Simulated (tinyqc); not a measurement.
Quantum limit of the contact resistance of a two-dimensional channel: one step of the calculation.

Parabolic band with gv valleys, C = hbar^2/(2 m0), eta = (EF - Ec)/(kB T). Landauer picture: each mode conducts 2 q^2/h, and the contacts and the channel add incoherently in series, 1/Tt - 1 = 2 (1/tc - 1) + L/lam for the total transmission Tt.

Problem. Fermi level and modes. n = N ln(1 + exp(eta)), N = gv m kB T/(2 pi C); modes per width M = gv sqrt(m kB T/C) Fm(eta)/(2 sqrt(pi)), Fm(x) = (1/sqrt(pi)) int_0^infinity u^(-1/2)/(1 + exp(u - x)) du; at zero temperature M0 = gv kF/pi, kF = sqrt(2 pi n/gv). kB T in eV.

Values chosen for this exercise: temperature T = 300 K; mass m = 0.079 m0; valleys gv = 3; carrier density n = 5.6e12 cm^-2.

Constants: q = 1.602176634e-19 C, kB = 1.380649e-23 J/K, hbar = 1.054571817e-34 J s, m0 = 9.1093837015e-31 kg, Vt = kB T/q, hbar^2/(2 m0) = 0.0380998212 eV nm^2. Results are converted to the units shown.

Give: N; eta; M; M0.

Solution.

N = 2.559e12 cm^-2
eta = 2.069
M = 292.5 1/um
M0 = 327.0 1/um

The zero-temperature count is 12 % above the thermal one.

tinyqc, about 0.01 s, one thread, Intel Xeon 2.30GHz (shared host): `OMP_NUM_THREADS=1 python tinyqc.py 2760038 2760039 out.jsonl`
